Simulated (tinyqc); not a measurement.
Inside a calculation. Method: plane-wave Kohn-Sham cycle with exchange-only LDA in a layered model solid. Computed by tinyqc, a small Python program that keeps every step. Settings: points = 16, plane-wave index or count = 2, electrons = 2, k points = 3, area = 31.0, mixing = 0.3, iteration cap = 67. Command: `OMP_NUM_THREADS=1 python tinyqc.py 20918 20919 out.jsonl` (the two numbers bound the seeds that draw the settings). One thread of a shared host (Intel(R) Xeon(R) Processor @ 2.60GHz), about 0.02 s of CPU time with the checks.

A solid whose potential varies along x alone (atomic units):
```
parameter                      value
period a                   15.400000
cross-section of the cell  31.000000
electrons per cell                 2
grid points                       16
plane waves -n..n, n               2
k points                           3
V1 in V1 cos(2 pi x/a)     -0.200000
V2 in V2 cos(4 pi x/a)      0.190000
```

Stop when sqrt(dV sum R^2) is below 1e-8, dV = a A/N.

Course of the cycle:
```
iteration  E (hartree)  norm of the residual
1            -0.417723              6.16e-02
2            -0.373350              3.99e-02
3            -0.365775              3.01e-02
4            -0.363893              2.18e-02
5            -0.363267              1.54e-02
6            -0.363056              1.07e-02
7            -0.362997              7.41e-03
8            -0.362989              5.13e-03
9            -0.362995              3.56e-03
10           -0.363002              2.47e-03
11           -0.363008              1.72e-03
...                ...                   ...
57           -0.466558              1.24e-01
58           -0.466558              1.24e-01
59           -0.466558              1.24e-01
60           -0.466558              1.24e-01
61           -0.466558              1.24e-01
62           -0.466558              1.24e-01
63           -0.466558              1.24e-01
64           -0.466558              1.24e-01
65           -0.466558              1.24e-01
66           -0.466558              1.24e-01
67           -0.466558              1.24e-01
```

Can the last value be used, and what does the course show?

Not by the stop rule, although the second column moves by less than 1e-07 over the last three steps. Not converged within 67 iterations: the residual has stopped falling. Reruns (cap 100 unless said): mixing 0.1: not converged; mixing 0.5, Kerker q0 1.0: not converged; mixing 0.3, Pulay depth 5: converged in 10 (E = -0.36302); the original settings with a cap of 400: not converged.
